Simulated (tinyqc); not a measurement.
# Length offset and series resistance from crossing lines

Inverse problem. R_total = Rs + k (L - dL)/Vo with constant Rs, dL and k. Find k, dL and Rs.

R_total at (L, Vo) = (45, 0.3), (90, 0.3), (45, 0.75) and (90, 0.75), L in nm and Vo in V (ohm um): 746.66667  1496.6667  388.66667  688.66667

Answer. At each overdrive R is a straight line in L with slope k/Vo; the two lines cross at L = dL, R = Rs.

k = 5.00 ohm um V/nm
dL = 9.20 nm
Rs = 150 ohm um

Numbers from tinyqc (`OMP_NUM_THREADS=1 python tinyqc.py 2282154 2282155 out.jsonl`; about 0.04 s on one thread of a shared Intel Xeon 2.30GHz).
